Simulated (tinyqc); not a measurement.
Gated graphene: carriers, quantum capacitance and optical conductivity: one step. Optical conductivity at one energy. Four cases, with inputs chosen for the exercise.

Task: Evaluate both parts and the absorption.

Conductivity over sigma0 = e^2/(4 hbar): interband Re = sinh(E/2kT)/(cosh(mu/kT) + cosh(E/2kT)); intraband Re = (8 kT/pi) ln(2 cosh(mu/2kT)) Gm/(E^2 + Gm^2). A free sheet absorbs about pi alpha_f Re(sigma/sigma0), alpha_f the fine-structure constant (alpha among the constants).

Constants: kB = 8.617333262e-05 eV/K; fine-structure constant alpha = 0.007297352564.

Case 1.

Values chosen (out of a larger set: Fermi velocity near that of graphene, gate dielectric near SiO2; not measured data): T = 400 K; E = 0.235 eV (photon energy); Gm = 20 meV (intraband damping).

mu = 0.116953 eV

Case 2.

Values chosen (out of a larger set: Fermi velocity near that of graphene, gate dielectric near SiO2; not measured data): T = 300 K; E = 0.964 eV (photon energy); Gm = 10 meV (intraband damping).

mu = 0.344221 eV

Case 3.

Values chosen (out of a larger set: Fermi velocity near that of graphene, gate dielectric near hBN; not measured data): T = 150 K; E = 0.862 eV (photon energy); Gm = 20 meV (intraband damping).

mu = -0.221985 eV

Case 4.

Values chosen (out of a larger set: Fermi velocity near that of graphene, gate dielectric near hBN; not measured data): T = 300 K; E = 0.465 eV (photon energy); Gm = 2 meV (intraband damping).

mu = -0.169987 eV

Give: interband; intraband; absorption.

Result:

Case 1.

interband = 0.5029
intraband = 0.0546
absorption = 1.278 %

E is within 2 kT of 2|mu| = 0.2339 eV; at this temperature interband transitions are about half blocked; the universal value is pi alpha_f = 2.293 %.

Case 2.

interband = 0.9952
intraband = 0.0047
absorption = 2.292 %

E is above 2|mu| = 0.6884 eV; at this temperature interband transitions are mostly open; the universal value is pi alpha_f = 2.293 %.

Case 3.

interband = 1.0000
intraband = 0.0076
absorption = 2.310 %

E is above 2|mu| = 0.4440 eV; at this temperature interband transitions are mostly open; the universal value is pi alpha_f = 2.293 %.

Case 4.

interband = 0.9182
intraband = 0.0020
absorption = 2.110 %

E is above 2|mu| = 0.3400 eV; at this temperature interband transitions are mostly open; the universal value is pi alpha_f = 2.293 %.

Computed by tinyqc, one run a case: `OMP_NUM_THREADS=1 python tinyqc.py N N+1 out.jsonl` with N = 1651691, 1651991, 1652017, 1652092; one thread of a shared Intel(R) Xeon(R) Processor @ 2.30GHz, about 0.01 s a run at most.
